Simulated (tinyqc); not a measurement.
# Frequency dispersion of an accumulation capacitance by border traps, distributed model: two studies

Traps spread evenly through the insulator exchange electrons with the semiconductor by tunnelling, with tau(x) = t0 exp(2 ka x) at depth x from the interface. The admittance per area Y seen at depth x obeys dY/dx = -Y^2/(i w eps0 eox) + q Nb ln(1 + i w tau)/tau, with Y(0) = i w Cs and w = 2 pi f; the gate sees Y(tox) = G + i w C. Working variable y = Y/(i w), in uF/cm^2. Cox = eps0 eox/tox.

Parameters, values chosen for the exercise; permittivity close to that of hafnium oxide:
```
symbol,value,unit,meaning
eox,18.8,,relative permittivity of the insulator
tox,3.1,nm,insulator thickness
Cs,7.7,uF/cm^2,semiconductor capacitance in accumulation
Nb,7.4e19,cm^-3 eV^-1,density of border traps
ka,5.8,1/nm,decay constant of the wave function in the insulator
t0,9e-11,s,time constant of a trap at the interface
f,10000,Hz,frequency
```

Constants: q = 1.602176634e-19 C, eps0 = 8.8541878128e-14 F/cm where lengths are in cm. Results are converted to the units shown.

Each table varies one quantity; the others keep the values above.

## Capacitance and loss against frequency

Cox; trap-free value 1/(1/Cox + 1/Cs); response depth d = ln(1/(w t0))/(2 ka), where w tau = 1; lumped estimate: all traps within d act as C_bt = q Nb d placed at d/2, so C = 1/{1/[1/(1/Cs + d/(2 eps0 eox)) + C_bt] + (tox - d/2)/(eps0 eox)}. C and G from a fine integration; dispersion -d C/d log10 f over C, from f times and over 1.1. For a broad spread of time constants G/w is close to -(pi/2) dC/d ln w.

The same in every row: trap-free C (uF/cm^2) = 3.164.

Results:
```
f (Hz)  d (nm)  C (uF/cm^2)  G/w (uF/cm^2)  dispersion (% a decade)  -(pi/2) dC/d ln w (uF/cm^2)  lumped C (uF/cm^2)
10       1.637        3.787        0.07606                    2.940                      0.07594               3.705
100      1.439        3.681        0.06848                    2.723                      0.06838               3.615
10000    1.042        3.500        0.05526                    2.311                      0.05518               3.456
1e5     0.8431        3.424        0.04944                    2.114                      0.04937               3.387
1e6     0.6446        3.355        0.04405                    1.922                      0.04399               3.324
1e7     0.4461        3.295        0.03901                    1.735                      0.03900               3.268
```

Estimate the missing row, f = 1000 Hz.

Computed row:
```
f (Hz)  d (nm)  C (uF/cm^2)  G/w (uF/cm^2)  dispersion (% a decade)  -(pi/2) dC/d ln w (uF/cm^2)  lumped C (uF/cm^2)
1000     1.240        3.586        0.06158                    2.514                      0.06149               3.532
```

With this row back in the table: C falls from 3.787 to 3.295 uF/cm^2, towards the trap-free 3.164; each decade of frequency removes ln 10/(2 ka) = 0.198 nm from the response depth. The dispersion falls from 2.94 to 1.74 % a decade and G/w falls from 0.0761 to 0.0390 uF/cm^2. G/w stays at 1.00 times -(pi/2) dC/d ln w, the relation for a broad spread of time constants.

## Effect of the decay constant of the wave function in the insulator

Same model as above.

The same in every row: trap-free C (uF/cm^2) = 3.164.

Results:
```
ka (1/nm)  d (nm)  C (uF/cm^2)  G/w (uF/cm^2)  dispersion (% a decade)  -(pi/2) dC/d ln w (uF/cm^2)  lumped C (uF/cm^2)
2.5         2.417        4.431         0.2489                    8.735                       0.2640               4.136
3.2         1.888        3.990         0.1637                    5.999                       0.1633               3.829
3.9         1.549        3.765         0.1109                    4.301                       0.1105               3.664
4.6         1.313        3.632        0.08192                    3.298                      0.08172               3.562
5.3         1.140        3.545        0.06416                    2.648                      0.06405               3.493
6           1.007        3.485        0.05231                    2.197                      0.05224               3.443
7.4        0.8164        3.406        0.03770                    1.621                      0.03767               3.378
```

Estimate the missing row, ka = 6.7 1/nm.

Computed row:
```
ka (1/nm)  d (nm)  C (uF/cm^2)  G/w (uF/cm^2)  dispersion (% a decade)  -(pi/2) dC/d ln w (uF/cm^2)  lumped C (uF/cm^2)
6.7        0.9017        3.440        0.04391                    1.869                      0.04387               3.407
```

With this row back in the table: As ka goes from 2.5 to 7.4, C falls from 4.43 to 3.41 uF/cm^2, the dispersion falls from 8.73 to 1.62 % a decade and G/w falls from 0.249 to 0.0377 uF/cm^2. The lumped estimate is 6.7 % below C in the first row and 0.83 % below it in the last.

tinyqc, about 0.3 s, one thread, Intel Xeon 2.30GHz (shared host): `OMP_NUM_THREADS=1 python tinyqc.py 2202133 2202134 out.jsonl`
